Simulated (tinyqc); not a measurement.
Inside a calculation. Model: long-channel MOSFET, surface-potential model.

tinyqc, about 0.05 s, one thread, Intel Xeon 2.30GHz (shared host): `OMP_NUM_THREADS=1 python tinyqc.py 2360057 2360058 out.jsonl` Printed values are rounded.

n-channel transistor on a uniformly doped p-type body, gradual-channel approximation, constant mobility, Boltzmann statistics, full ionisation. Potentials are counted from the neutral body; V is the electron quasi-Fermi potential, Vsb at the source and Vsb + Vds at the drain. Charges are magnitudes per area.

Inputs (values chosen for the exercise); material values close to those of silicon: temperature T = 300 K; band gap Eg = 1.12 eV; relative permittivity of the semiconductor eps_r = 11.7; conduction-band density of states at T Nc = 2.86e19 cm^-3; valence-band density of states at T Nv = 2.65e19 cm^-3; acceptor density of the body Na = 1.8e17 cm^-3; relative permittivity of the gate insulator eox = 9.35; insulator thickness tox = 21 nm; flat-band voltage Vfb = -0.98 V; channel mobility mu = 160 cm^2/(V s); gate width W = 2 um; gate length L = 5 um; source-body reverse bias Vsb = 0 V; gate-source voltage Vgs = 0.38 V; drain-source voltage Vds = 1.2 V.

Constants: q = 1.602176634e-19 C, kB = 1.380649e-23 J/K, Vt = kB T/q, eps0 = 8.8541878128e-14 F/cm where lengths are in cm. Results are converted to the units shown.

## Body potential, insulator capacitance and body factor

ni = sqrt(Nc Nv) exp(-Eg/(2 Vt)), Eg in volts; phiF = Vt ln(Na/ni); Cox = eps0 eox/tox; gamma = sqrt(2 q eps0 eps_r Na)/Cox. VT = Vfb + 2 phiF + gamma sqrt(2 phiF + Vsb), m = 1 + gamma/(2 sqrt(2 phiF + Vsb)).

ni = 1.07701e10 cm^-3
phiF = 0.429963 V
Cox = 0.394222 uF/cm^2
gamma = 0.620059 V^0.5
VT = 0.454919 V
m = 1.33433

## Iteration 1: surface potential at the source by Newton steps

psi at the start (the smaller of 2 phiF + Vsb + 4 Vt and the root without inversion charge) = 0.810685 V

With V = Vsb: G = psi - Vt + Vt e, e = exp((psi - 2 phiF - Vsb)/Vt); f = Vgs + Vsb - Vfb - psi - gamma sqrt(G); f' = -1 - gamma (1 + e)/(2 sqrt(G)); psi(new) = psi - f/f'.

G = 0.788682 V
f = -0.00134501 V
f' = -1.40107
psi after iteration 1 = 0.809725 V

## Iteration 2: surface potential at the source by Newton steps

As before.

G = 0.787581 V
f = -7.80902e-7 V
f' = -1.39946
psi after iteration 2 = 0.809724 V

## Course of the iteration: surface potential at the source by Newton steps

Stop when psi changes by less than 1e-10 V, or after 40 iterations.

Course of the iteration:
```
iteration   psi (V)  |change| (V)
1          0.809725       9.60e-4
2          0.809724       5.58e-7
3          0.809724      1.83e-13
```

Converged in 3 iterations. The change falls from 9.6e-4 in the first iteration to below the tolerance in the last.

## Charges and current of the charge-sheet model

psi_0 = 0.809724 V
psi_L = 0.810685 V

psi_0 and psi_L solve Vgs + Vsb - Vfb - psi = gamma sqrt(G) at V = Vsb and Vsb + Vds. Qi = Cox gamma [sqrt(G) - sqrt(psi - Vt)], G = psi - Vt + Vt exp((psi - 2 phiF - V)/Vt), at both ends. With U = Vgs + Vsb - Vfb: drift = mu (W/L) Cox [U (psi_L - psi_0) - (psi_L^2 - psi_0^2)/2 - (2/3) gamma ((psi_L - Vt)^1.5 - (psi_0 - Vt)^1.5)]; diffusion = mu (W/L) Vt (Qi0 - QiL).

Qi0 = 0.511293 nC/cm^2
QiL = 3.68080e-21 nC/cm^2
drift current = 1.57175e-5 uA
diffusion current = 8.45948e-4 uA
drain current = 8.61666e-4 uA

Drift carries 1.82 % of the current. The drain end is pinched off: its charge is under 1 % of that at the source.

## Inversion charge along the channel

V, point 0 to 8 (V): 0  0.15  0.3  0.45  0.6  0.75  0.9  1.05  1.2

The surface potential psi at channel potential V solves Vgs + Vsb - Vfb - psi = gamma sqrt(G), G = psi - Vt + Vt exp((psi - 2 phiF - V)/Vt). Charge sheet: Qi = Cox gamma [sqrt(G) - sqrt(psi - Vt)]. Pao-Sah: Qi = (Cox gamma/2) integral from 3 Vt to psi of exp((u - 2 phiF - V)/Vt)/sqrt(G(u, V)) du.

```
point   psi (V)  Qi, charge sheet (nC/cm^2)  Qi, Pao-Sah (nC/cm^2)
0      0.809724                    0.511293               0.520175
1      0.810682                  0.00160367             0.00163151
2      0.810685                  4.84481e-6             4.92891e-6
3      0.810685                  1.46348e-8             1.48889e-8
4      0.810685                 4.42078e-11            4.49752e-11
5      0.810685                 1.33539e-13            1.35858e-13
6      0.810685                 4.03386e-16            4.10388e-16
7      0.810685                 1.21852e-18            1.23967e-18
8      0.810685                 3.68080e-21            3.74470e-21
```

At the source the charge-sheet charge is 1.7 % below the Pao-Sah one.

## Pao-Sah current by Simpson's rule

I = mu (W/L) integral of Qi dV; Simpson's rule on the 9 points, step Vds/8, weights 1, 4, 2, ..., 4, 1 times step/3.

Pao-Sah current = 0.00168548 uA

Gauss-Legendre quadrature on many points gives 8.769e-4 uA, so this value is 92 % above it; the charge-sheet current, 8.617e-4 uA, is 1.7 % below it.
